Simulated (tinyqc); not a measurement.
Saturation velocity and mobility from two gate lengths.

Inverse problem. Isat = Cox vsat Vg (x - 1)/(x + 1) per width, x = sqrt(1 + 2 mu Vg/(m vsat L)), with no series resistance and the same overdrive Vg and mu at both lengths. Find vsat and mu.

Values chosen for this exercise: gate capacitance Cox = 2.03 uF/cm^2; body factor m = 1.39.

Vg = 1.32 V
Isat at L = 0.1 and 0.8 um (uA/um): 1381.5009  405.41412

Solution. The ratio of the currents depends on c = 2 mu Vg/(m vsat) alone and falls steadily from L2/L1 to 1 as c grows, so it fixes c; either current then gives vsat.

vsat = 1.200e7 cm/s
mu = 333.8 cm^2/(V s)

Program tinyqc, `OMP_NUM_THREADS=1 python tinyqc.py 2500115 2500116 out.jsonl`; Intel Xeon 2.30GHz, shared host, one thread, about 0.01 s.
